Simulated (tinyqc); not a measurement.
Punch-through p+-n junction, ionisation integral and breakdown: effect of the drift doping.

A p+ layer at x < 0 and an n drift layer from x = 0 to L on an n+ substrate. Depletion approximation, built-in voltage neglected. Local ionisation coefficients alpha_n = an exp(-(bn/E)^mx), alpha_p = ap exp(-(bp/E)^mx). Electrons move towards +x, holes towards x = 0.

W = sqrt(2 eps0 eps_r V/(q N)), peak field E0 = q N W/(eps0 eps_r), falling linearly to 0 at W; if W > L the layer is punched through: W = L, E0 = V/L + q N L/(2 eps0 eps_r), falling linearly to E1 = V/L - q N L/(2 eps0 eps_r). G(x) = integral from 0 to x of (alpha_n - alpha_p); I_n = integral of alpha_n exp(-G) (electrons injected at x = 0), I_p = integral of alpha_p exp(G(end) - G) (holes injected at the far edge); M = 1/(1 - I). Integrals on a fine grid; BV is where I_n = 1. Specific on-resistance Ron = L/(q mu N) with constant mobility and full ionisation.

Inputs (values chosen for the exercise); material values close to those of indium phosphide: relative permittivity eps_r = 12.5; prefactor of the electron ionisation coefficient an = 1.13e7 1/cm; field constant for electrons bn = 2.91e6 V/cm; prefactor of the hole ionisation coefficient ap = 4.48e6 1/cm; field constant for holes bp = 2.66e6 V/cm; exponent mx = 1; electron mobility of the drift layer mu = 5230 cm^2/(V s); thickness of the drift layer L = 3.2 um.

Constants: q = 1.602176634e-19 C, eps0 = 8.8541878128e-14 F/cm where lengths are in cm. Results are converted to the units shown.

Results:
```
N (cm^-3)  BV (V)  E0 at BV (kV/cm)  W at BV (um)  Ron (mohm cm^2)  BV^2/Ron (MW/cm^2)  eps0 eps_r mu E0^3/4 (MW/cm^2)
4.7e14        115               371          3.20            0.813                16.3                            73.8
9e14          115               380          3.20            0.424                31.2                            79.5
1.7e15        114               396          3.20            0.225                58.0                            89.8
3.3e15        111               422          3.20            0.116                 106                             109
6.3e15       99.4               457          3.20           0.0606                 163                             138
2.3e16       44.4               544          1.63           0.0166                 119                             233
4.5e16       27.8               602         0.924          0.00849                91.1                             315
```

Estimate the missing row, N = 1.2e16 cm^-3.

Computed row:
```
N (cm^-3)  BV (V)  E0 at BV (kV/cm)  W at BV (um)  Ron (mohm cm^2)  BV^2/Ron (MW/cm^2)  eps0 eps_r mu E0^3/4 (MW/cm^2)
1.2e16       71.0               497          2.86           0.0318                 158                             177
```

With this row back in the table: BV falls from 115 to 27.8 V while the critical field rises from 371 to 602 kV/cm. BV goes as N^(0.00) between the first two rows and N^(-0.70) between the last two (a coefficient proportional to E^7 gives -0.75 without punch-through). BV^2/Ron goes from 16.3 through a maximum of 163 (at N = 6.3e15 among the rows listed) to 91.1 MW/cm^2; the layer is punched through at breakdown in 5 of the 8 rows. For N = 4.5e16 the layer is under 0.5 um wide or BV under 34 V, so dead space, tunnelling and the built-in voltage, all left out, matter.

Computed by the program tinyqc: `OMP_NUM_THREADS=1 python tinyqc.py 2120123 2120124 out.jsonl`, one thread of a shared Intel Xeon 2.30GHz, about 0.08 s for the whole run.
